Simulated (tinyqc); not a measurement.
Band offsets of oxides on a semiconductor by the charge-neutrality-level model: one step of the calculation.

Each material has a charge-neutrality level at the depth Phi = chi + Eg - CNL below vacuum. For oxide B on semiconductor A, dEc = (chiA - PhiA) - (chiB - PhiB) + S (PhiA - PhiB), dEv = EgB - EgA - dEc, with the pinning factor S = 1/(1 + 0.1 (eps_inf - 1)^2) of the oxide. S = 1 is the affinity rule, S = 0 aligns the two levels.

Task. One oxide. Depths of both levels, S and the two offsets.

Parameters, values chosen for the exercise; substrate values close to those of gallium arsenide:

| symbol | value | unit | meaning |
|---|---|---|---|
| EgA | 1.39 | eV | gap of the semiconductor |
| chiA | 4.04 | eV | its electron affinity |
| cA | 0.53 | eV | its charge-neutrality level above the valence edge |

oxide values (close to silicon nitride): Eg (eV) 5.16, chi (eV) 2.08, CNL (eV) 2.59, eps_inf 4.16

Wanted: PhiA; PhiB; S; dEc; dEv.

Result.

PhiA = 4.900 eV
PhiB = 4.650 eV
S = 0.5004
dEc = 1.835 eV
dEv = 1.935 eV

The limits are dEc = 1.96 eV (S = 1) and 1.71 eV (S = 0).

Range of the model: The model ignores the chemistry of the actual interface, which can move offsets by several tenths of an eV.

tinyqc, about 0.01 s, one thread, Intel Xeon 2.30GHz (shared host): `OMP_NUM_THREADS=1 python tinyqc.py 2410069 2410070 out.jsonl`
